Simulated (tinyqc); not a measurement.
Inside a calculation. Model: bandgap voltage reference from two bipolar transistors.

Computed by the program tinyqc: `OMP_NUM_THREADS=1 python tinyqc.py 2062136 2062137 out.jsonl`, one thread of a shared Intel Xeon 2.30GHz, about 0.03 s for the whole run. Printed values are rounded.

Two transistors of area 1 and N carry the same current I. Is(T) = Is (T/T0)^eta exp[(Vg0 q/kB)(1/T0 - 1/T)], VBE1 = Vt ln(I/Is(T)) + I rb, VBE2 = Vt ln(I/(N Is(T))) + I rb/N. The amplifier forces I R1(T) = VBE1 - VBE2 + Vos, with R(T) = R (1 + tc (T - T0)) for both resistors, and the output is Vref = VBE1 + I R2(T). Base currents and the Early effect are neglected.

Values chosen for this exercise; values of the order met in silicon bipolar transistors: reference temperature T0 = 298 K; band-gap voltage extrapolated to 0 K Vg0 = 1.141 V; temperature exponent of the saturation current eta = 4.2; saturation current of the unit transistor at T0 Is = 2.4e-17 A; area ratio of the second transistor N = 8; resistor across which the difference of VBE falls, at T0 R1 = 34 kohm; temperature coefficient of both resistors tc = 0 ppm/K; offset of the amplifier Vos = 0 mV; series resistance of the unit transistor rb = 87 ohm; output resistor at T0 R2 = 359.5 kohm; temperature T = 233 K.

Constants: q = 1.602176634e-19 C, kB = 1.380649e-23 J/K. Results are converted to the units shown.

## Operating point at the reference temperature

Vt = kB T/q; I = (Vt ln N + Vos)/(R1(T) - rb (1 - 1/N)). Evaluate at T = T0.

Vt = 0.0256797 V
I = 1.57409 uA
Is(T) = 2.4e-17 A
VBE1 = 0.639731 V
I R2 = 0.565886 V
Vref = 1.20562 V

## Operating point at another temperature

Vt = kB T/q; I = (Vt ln N + Vos)/(R1(T) - rb (1 - 1/N)).

Vt = 0.0200784 V
I = 1.23075 uA
Is(T) = 3.53367e-23 A
VBE1 = 0.764877 V
I R2 = 0.442455 V
Vref = 1.20733 V

From T0 to T, VBE1 changes by 125 mV and I R2 by -123 mV, which leaves 1.71 mV in Vref.

## Resistor for zero slope at T0, ideal case

With tc = 0, Vos = 0 and rb = 0 the current is proportional to T, dVBE/dT = (VBE - Vg0 - (eta - 1) Vt)/T, and Vref has zero slope at T0 when Vref = Vg0 + (eta - 1) Vt0. Find VBE1, its slope, that Vref, R2/R1 and the curvature d2Vref/dT2 = -(eta - 1) kB/(q T0).

VBE1 = 0.639536 V
dVBE/dT = -1.95852 mV/K
Vref = 1.22317 V
R2/R1 = 10.9297
curvature = -0.925351 uV/K^2
